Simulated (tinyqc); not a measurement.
A particle near a wafer in liquid: double-layer and van der Waals forces (DLVO), deposition barrier and removal: one step, computed by the program tinyqc. Command: `OMP_NUM_THREADS=1 python tinyqc.py 3112003 3112004 out.jsonl dlvo walk`. One thread of a shared host (Intel(R) Xeon(R) Processor @ 2.30GHz), about 0.01 s of CPU time with the checks.

Sphere and flat wall, Derjaguin approximation, constant potentials in the linear-superposition form, no retardation and no hydration force.

Problem. Screening. kappa^2 = 2 z^2 e^2 N_A (1000 c)/(eps eps_0 k_B T); gamma_i = tanh(z e psi_i/(4 k_B T)); Z = 64 pi eps eps_0 (k_B T/(z e))^2 gamma_1 gamma_2.

Inputs (values chosen for the exercise, of the order of those for silica on silicon in water):

| quantity | value | unit |
|---|---|---|
| particle radius R | 17 | nm |
| potential of the particle psi_1 | 55 | mV |
| potential of the wafer psi_2 | -70 | mV |
| salt concentration c | 0.014 | mol/L |
| valence z of the symmetric salt | 2 | - |
| temperature T | 343 | K |
| dielectric constant of the liquid | 63.7 | - |

Constants: e = 1.602176634e-19 C; N_A = 6.02214076e+23 1/mol; eps_0 = 8.8541878128e-12 F/m; k_B = 1.380649e-23 J/K; k_B = 8.617333262e-05 eV/K.

Give: kappa; Debye length; gamma_1; gamma_2; Z; kappa R.

Solution.

kappa = 0.8051 1/nm

Debye length = 1.242 nm

gamma_1 = 0.7308

gamma_2 = -0.8288

Z = -15.00 pN

kappa R = 13.69

Opposite signs: the double layers attract.
